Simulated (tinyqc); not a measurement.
From results to parameters: two-site tight-binding chain. Computed by the program tinyqc.

Problem. A two-site chain has site energies +delta (A) and -delta (B) and hoppings t1 > t2 > 0, so E = +/- sqrt(delta^2 + |t1 + t2 exp(-ika)|^2). Find delta, t1 and t2.

upper band at k = 0 = 3.070505 eV
upper band at the zone edge = 1.342386 eV
weight of the upper band on site A at the zone edge = 0.775629

Solution. The weight on A is (1 + delta/E)/2, which gives delta; then t1 + t2 = sqrt(E(0)^2 - delta^2) and t1 - t2 = sqrt(E(edge)^2 - delta^2).

delta, t1, t2 (eV): 0.740  2.050  0.930
